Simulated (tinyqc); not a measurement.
Wannier function of the lower band of a two-orbital chain, step by step. Values are carried at full precision from step to step, so a last printed digit may differ when a step is redone from the rounded ones.

H(k) = [[-d/2 - 2 ta cos k, -t1 - t2 exp(-ik)], [-t1 - t2 exp(ik), d/2 - 2 tb cos k]], k in 1/a, Bloch sums with exp(ikR) and without the positions inside the cell. Mesh k_j = 2 pi j/N. Projection gauge: each lower eigenvector u is multiplied by the phase that makes <trial|u> real and positive (the one-band case of Loewdin orthogonalisation). Wannier amplitudes w(R) = (1/N) sum_k exp(ikR) u(k); hoppings H(R) = (1/N) sum_k exp(-ikR) E(k).

Values chosen for the exercise: d = 0.02 eV (A at -d/2, B at +d/2); t1 = 1.32 eV (A-B in the cell); t2 = 0.74 eV (B to A of the next cell); ta = -0 eV (A-A between cells); tb = 0.08 eV (B-B between cells); N = 5 (k points); th = 45 degrees (trial orbital cos(th) A + sin(th) B in cell 0); xb = 0.41 a (position of B (A at 0)); a = 3.4 angstrom (period); kq = 2.93 1/a (point off the mesh).

## Bloch states in the projection gauge

Diagonalise at each mesh point and fix the phase.

Mesh:
```
j  E lower (eV)  E upper (eV)               u_A               u_B  |<trial|u>|
0       -2.1412        1.9812           0.69500           0.71901       0.9999
1       -1.7259        1.6764  0.68795-0.14966i  0.69421+0.14966i       0.9773
2       -0.7809        0.9103  0.71308-0.18893i  0.64817+0.18893i       0.9626
3       -0.7809        0.9103  0.71308+0.18893i  0.64817-0.18893i       0.9626
4       -1.7259        1.6764  0.68795+0.14966i  0.69421-0.14966i       0.9773
```

The projection is smallest at j = 2 and 3 (0.9626); the gauge is smooth as long as it stays away from zero.

## The Wannier function

w(R) = (1/N) sum_j exp(2 pi i j R/N) u_j, for the N cells nearest the origin; it is real.

Amplitudes:
```
R      on A     on B
-2   0.0412  -0.0374
-1  -0.1081   0.1212
0    0.6994   0.6808
1    0.0946  -0.0815
2   -0.0322   0.0360
```

norm = 1.0000

Cell 0 holds 95.3 % of the weight.

## Centre and spread in real space

Point-like orbitals at R (A) and R + xb (B): centre <x>, spread <x^2> - <x>^2.

centre in units of a = 0.188
centre in angstrom = 0.638
spread = 1.198 angstrom^2

## The same from overlaps (Marzari-Vanderbilt)

b = 2 pi/N; M_j = u_j^+ diag(1, exp(-i b xb)) u_(j+1), with u_N = u_0. Centre = -(1/2 pi) sum arg M_j; gauge-invariant part Omega_I = (1/(N b^2)) sum (1 - |M_j|^2); gauge-dependent part Omega_D = (1/(N b^2)) sum (arg M_j + b centre)^2.

Overlaps:
```
j   |M_j|  arg M_j (rad)
0  0.9989        -0.2595
1  0.9790        -0.2363
2  0.6994        -0.1915
3  0.9790        -0.2363
4  0.9989        -0.2595
```

centre from overlaps = 0.188 a
Omega_I = 0.0757 a^2
Omega_D = 0.0004 a^2

The centre is the Berry phase over 2 pi and does not depend on the trial orbital (modulo a). Omega_D is 0.5 % of the total; in one dimension a gauge that spreads the phase evenly removes it. The total is 0.0761 a^2, against 0.0996 a^2 (centre 0.186 a) in real space on 96 cells.

## Hoppings and interpolation

H(R) = (1/N) sum_j E_j cos(2 pi j R/N) for R = 0 to N/2. Interpolation: E(k) = H(0) + 2 sum H(R) cos(kR), the term R = N/2 of an even mesh counted once.

H(0), H(1), ... (eV): [-1.4309, -0.3889, 0.0337]

interpolated E(kq) = -0.6090 eV

The exact value is -0.5445 eV; the interpolation is off by -64.6 meV. Though the chain has short hoppings, the single band has longer ones, made by paths through the other orbital, which the tails of the Wannier function carry.

## Checks

- Centre from overlaps against the real-space centre on 200 points: both 0.1856.
- Omega_I + Omega_D against the real-space spread on 200 points: both 0.0996.

Run: tinyqc, `OMP_NUM_THREADS=1 python tinyqc.py 1480156 1480157 out.jsonl`; Intel(R) Xeon(R) Processor @ 2.30GHz, one thread, shared host; about 0.1 s of CPU time with all checks.
